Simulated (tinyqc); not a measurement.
Inside a calculation. Model: two-diode model of a solar cell.

Numbers from tinyqc (`OMP_NUM_THREADS=1 python tinyqc.py 2280008 2280009 out.jsonl`; about 0.01 s on one thread of a shared Intel Xeon 2.30GHz). Printed values are rounded.

J is the current delivered and Vj = V + J Rs the junction voltage. J = X JL - J01 (exp(Vj/(n1 Vt)) - 1) - J02 (exp(Vj/(2 Vt)) - 1) - Vj/Rp. The photocurrent does not depend on voltage.

Parameters, values chosen for the exercise; values of the order met in cells of gallium arsenide: temperature T = 298.15 K; photocurrent at one sun JL = 26.5 mA/cm^2; concentration X = 10 suns; saturation current of the first diode J01 = 9.7e-21 A/cm^2; ideality factor of the first diode n1 = 1; series resistance Rs = 0 ohm cm^2; shunt resistance Rp = 700 ohm cm^2; incident power at one sun Pin = 100 mW/cm^2; saturation current of the second diode (ideality 2) J02 = 3.2e-12 A/cm^2.

Constants: q = 1.602176634e-19 C, kB = 1.380649e-23 J/K, Vt = kB T/q. Results are converted to the units shown.

## Starting value

Vj = 1 V.

Vj at the start = 1 V

## Iteration 1: new Vj

Maximum power: dP/dVj = f = J (1 + 2 Rs G) - G Vj = 0. G = -dJ/dVj = J01 exp(Vj/(n1 Vt))/(n1 Vt) + J02 exp(Vj/(2 Vt))/(2 Vt) + 1/Rp. H = dG/dVj; f' = -2 G - 2 Rs G^2 + (2 Rs J - Vj) H; Vj(new) = Vj - f/f'.

J = 261.889 mA/cm^2
G = 0.0492826 S/cm^2
H = 1.51962 S/(cm^2 V)
f = 212.607 mA/cm^2
f' = -1.61818 S/cm^2
Vj after iteration 1 = 1.13139 V

## Iteration 2: new Vj

As before.

J = 122.538 mA/cm^2
G = 5.25614 S/cm^2
H = 200.100 S/(cm^2 V)
f = -5824.19 mA/cm^2
f' = -236.903 S/cm^2
Vj after iteration 2 = 1.10680 V

## Iteration 3: new Vj

As before.

J = 206.570 mA/cm^2
G = 2.07326 S/cm^2
H = 77.8985 S/(cm^2 V)
f = -2088.12 mA/cm^2
f' = -90.3647 S/cm^2
Vj after iteration 3 = 1.08369 V

## Course of the iteration

Stop when the step is below 1e-10 V, or after 60 iterations.

Course of the iteration:
```
iteration  Vj before the step (V)   step (V)
1                               1      0.131
2                         1.13139    -0.0246
3                         1.10680    -0.0231
4                         1.08369    -0.0193
5                         1.06435    -0.0120
6                         1.05232   -3.76e-3
7                         1.04856   -2.95e-4
8                         1.04826   -1.65e-6
9                         1.04826  -5.16e-11
```

Converged in 9 iterations.

## Figures of merit

Jsc at V = 0, Voc at J = 0, the maximum power point where J (1 + 2 Rs G) = G Vj with G = -dJ/dVj; FF = Vmp Jmp/(Voc Jsc); efficiency Vmp Jmp/(X Pin). Empirical fill factor without parasitics FF0 = (v - ln(v + 0.72))/(v + 1), v = Voc/(n1 Vt).

Jsc = 265 mA/cm^2
Voc = 1.14806 V
Vmp = 1.04826 V
Jmp = 256.104 mA/cm^2
FF = 0.882418
efficiency = 26.8464 %
FF0 = 0.894590

FF is 1.4 % below FF0. Removing one loss at a time changes the efficiency by: second diode +0.26, shunt +0.16 points.
